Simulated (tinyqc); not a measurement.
Potential step from the flux.

Inverse problem. On one interval J = (q mu Vt/hx) [nb B(d) - na B(-d)], B(d) = d/(exp(d) - 1), d = (psi_b - psi_a)/Vt. Find psi_b - psi_a, and the step at which J would vanish.

Values chosen for this exercise:
- T = 450 K (temperature)
- mu = 1640 cm^2/(V s) (electron mobility)
- na = 4e13 cm^-3 (density at the left node)
- nb = 1.3e14 cm^-3 (density at the right node)
- hx = 110 nm (node spacing)

Constants: q = 1.602176634e-19 C, kB = 1.380649e-23 J/K, Vt = kB T/q. Results are converted to the units shown.

J = -66.248653 A/cm^2

Answer. B(d) falls and B(-d) rises with d, so J falls steadily with the step and one value matches. J = 0 needs nb/na = exp(d), the Boltzmann ratio.

psi_b - psi_a = 0.0910 V
step for J = 0 = 0.0457 V

tinyqc, about 0.01 s, one thread, Intel Xeon 2.30GHz (shared host): `OMP_NUM_THREADS=1 python tinyqc.py 2220054 2220055 out.jsonl`
